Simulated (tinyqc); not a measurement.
Capacitances against the distance to each plane.

Endless row of lines of width wl, height tl and space sl between grounded planes at distance hd; e2 fills the gaps beside the lines, e1 the rest. Laplace's equation is solved on meshes of 3, 6 and 12 steps per unit u and extrapolated (Aitken), which is good to about 0.2 %. C_even (all lines at 1 V) is the capacitance Cg to the planes; C_odd (neighbours in antiphase) = Cg + 4 Cc if only nearest neighbours couple, which defines Cc; total with quiet neighbours Cg + 2 Cc. Plate values 2 eps0 e1 wl/hd and eps0 e2 tl/sl.

Inputs (values chosen for the exercise):

| symbol | value | unit | meaning |
|---|---|---|---|
| e1 | 4.2 |  | relative permittivity above and below the lines |
| e2 | 2.4 |  | relative permittivity between the lines |
| wl | 4 | u | line width, in units u |
| tl | 10 | u | line height |
| sl | 8 | u | space between lines |

Constants: eps0 = 8.8541878128e-12 F/m. Results are converted to the units shown.

The same in every row: plate Cc (aF/um) = 26.6.

Results:
```
hd (u)	Cg (aF/um)	Cc (aF/um)	Cg + 2 Cc (aF/um)	C_odd (aF/um)	plate Cg (aF/um)	share of coupling, 2 Cc/(Cg + 2 Cc) (%)
2	282	15.3	312	343	149	9.79
3	210	19.1	248	286	99.2	15.4
4	169	22.8	214	260	74.4	21.3
5	142	26.2	194	247	59.5	27.0
6	122	29.2	181	239	49.6	32.4
10	79.0	37.8	155	230	29.8	48.9
```

Estimate the missing row, hd = 8 u.

Computed row:
```
hd (u)	Cg (aF/um)	Cc (aF/um)	Cg + 2 Cc (aF/um)	C_odd (aF/um)	plate Cg (aF/um)	share of coupling, 2 Cc/(Cg + 2 Cc) (%)
8	95.9	34.2	164	233	37.2	41.6
```

With this row back in the table: As hd goes from 2 to 10, Cg falls from 282 to 79.0 aF/um, Cc rises from 15.3 to 37.8 aF/um and the share of coupling rises from 9.79 to 48.9 %. Cg is 1.89 times its plate value in the first row and 2.65 times in the last; for Cc the ratios are 0.575 and 1.42. Neighbours in antiphase raise the load by a factor of 1.10 and 1.49 over quiet ones. For hd = 10 the planes are farther than 0.8 of the pitch, so second neighbours couple too and Cg + 2 Cc understates the quiet load by a per cent or more.

tinyqc, about 0.8 s, one thread, Intel Xeon 2.30GHz (shared host): `OMP_NUM_THREADS=1 python tinyqc.py 2790117 2790118 out.jsonl`
